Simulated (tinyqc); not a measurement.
Bandgap voltage reference from two bipolar transistors: output against temperature.

Two transistors of area 1 and N carry the same current I. Is(T) = Is (T/T0)^eta exp[(Vg0 q/kB)(1/T0 - 1/T)], VBE1 = Vt ln(I/Is(T)) + I rb, VBE2 = Vt ln(I/(N Is(T))) + I rb/N. The amplifier forces I R1(T) = VBE1 - VBE2 + Vos, with R(T) = R (1 + tc (T - T0)) for both resistors, and the output is Vref = VBE1 + I R2(T). Base currents and the Early effect are neglected.

Vt = kB T/q; I = (Vt ln N + Vos)/(R1(T) - rb (1 - 1/N)).

Inputs (values chosen for the exercise); values of the order met in silicon bipolar transistors:

| symbol | value | unit | meaning |
|---|---|---|---|
| T0 | 300 | K | reference temperature |
| Vg0 | 1.173 | V | band-gap voltage extrapolated to 0 K |
| eta | 3.3 |  | temperature exponent of the saturation current |
| Is | 3.8e-18 | A | saturation current of the unit transistor at T0 |
| N | 4 |  | area ratio of the second transistor |
| R1 | 9.1 | kohm | resistor across which the difference of VBE falls, at T0 |
| tc | 0 | ppm/K | temperature coefficient of both resistors |
| Vos | -0.7 | mV | offset of the amplifier |
| rb | 60 | ohm | series resistance of the unit transistor |
| R2 | 138.4 | kohm | output resistor at T0 |

Constants: q = 1.602176634e-19 C, kB = 1.380649e-23 J/K. Results are converted to the units shown.

Output against temperature:

| T (K) | I (uA) | VBE1 (V) | I R2 (V) | Vref (V) | Vref - Vref(T0) (mV) | dVref/dT (uV/K) |
|---|---|---|---|---|---|---|
| 218 | 2.7987 | 0.85391 | 0.38735 | 1.2413 | -10.909 | 166.37 |
| 233 | 2.9966 | 0.82891 | 0.41473 | 1.2436 | -8.5136 | 153.18 |
| 253 | 3.2605 | 0.79529 | 0.45125 | 1.2465 | -5.6156 | 136.85 |
| 273 | 3.5244 | 0.76136 | 0.48777 | 1.2491 | -3.0313 | 121.77 |
| 298 | 3.8542 | 0.71854 | 0.53342 | 1.2520 | -0.20747 | 104.40 |
| 323 | 4.1840 | 0.67530 | 0.57907 | 1.2544 | 2.2001 | 88.427 |
| 348 | 4.5138 | 0.63167 | 0.62471 | 1.2564 | 4.2238 | 73.649 |
| 373 | 4.8436 | 0.58769 | 0.67036 | 1.2581 | 5.8912 | 59.897 |
| 398 | 5.1735 | 0.54338 | 0.71601 | 1.2594 | 7.2261 | 47.038 |
| 423 | 5.5033 | 0.49876 | 0.76165 | 1.2604 | 8.2496 | 34.963 |

VBE1 falls by 1.73 mV/K on average and I R2 rises by 1.83 mV/K. The slope of Vref vanishes at T = 505 K. Between 233 and 398 K Vref spans 15.7 mV, or 76.1 ppm/K by the box method (span over the average over T, over 165 K).

tinyqc, about 0.02 s, one thread, Intel Xeon 2.30GHz (shared host): `OMP_NUM_THREADS=1 python tinyqc.py 2062068 2062069 out.jsonl`
